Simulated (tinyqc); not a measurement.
Brouwer diagram: defect equilibria of an oxide against oxygen pressure (mass action). Computed by tinyqc, a small Python program. Command: `OMP_NUM_THREADS=1 python tinyqc.py 3000078 3000079 out.jsonl brouwer walk`. One thread of a shared host (Intel(R) Xeon(R) Processor @ 2.30GHz), about 0.01 s of CPU time with the checks.

Defects: oxygen vacancies V (charge +2), electrons n, holes p, the ionic partner X = O_i'' (charge -2), and the dopant. Activities are taken equal to concentrations.

Inputs (values chosen for the exercise, for a model oxide):
```
quantity                  value             unit
reduction enthalpy H_r     2.85               eV
prefactor K_r0          3.9e+68  cm^-9 atm^(1/2)
gap E_g                    2.57               eV
prefactor N_c N_v       3.3e+42            cm^-6
disorder enthalpy H_s      2.92               eV
prefactor K_s0          6.2e+45            cm^-6
dopant density N_d      1.8e+17            cm^-3
temperature T              1200                K
```

Ionic disorder: anion Frenkel. Dopant (singly charged, fully ionised): acceptor.

Constants: k_B = 8.617333262e-05 eV/K.

Method:
- K_r = K_r0 exp(-H_r/k_B T) = [V] n^2 P^(1/2); K_i = N_c N_v exp(-E_g/k_B T) = n p; K_s = K_s0 exp(-H_s/k_B T) = [X] [V].
- Neutrality: 2 [V] + p = n + 2 [X] + N_d. With n as the unknown, [V] = K_r/(n^2 P^(1/2)), p = K_i/n, [X] = K_s/[V]; the log ratio is ln(positive/negative).
- The root is found by 60 bisections in ln n between n = 1e-10 and 1e25 cm^-3.
- The slope is d log n / d log P from this row and the one above; the last column names the largest term on each side. Pressures that give more than 3e21 cm^-3 are left out.

K_r = 4.18400e+56 cm^-9 atm^(1/2)

K_i = 5.30871e+31 cm^-6

K_s = 3.38011e+33 cm^-6

Log10 of the densities in cm^-3:
```
log10 P (atm)       n     [V]       p     [X]  slope of n    balance
-12            20.974  20.673  10.751  12.856           -  2 [V] = n
-8             20.307  20.007  11.418  13.522    -0.16669  2 [V] = n
-4             19.640  19.341  12.085  14.188    -0.16678  2 [V] = n
0              18.971  18.679  12.754  14.850    -0.16721  2 [V] = n
```

What follows from these numbers?

Regimes: 2 [V] = n from log P = -12 to 0, where that balance predicts a slope of -1/6 and the table comes as close as -0.167. Rows with n or p near or above sqrt(N_c N_v) are degenerate, and n p = K_i is then only nominal.

Extremes, crossings and ranges named in words are read from the listed rows.
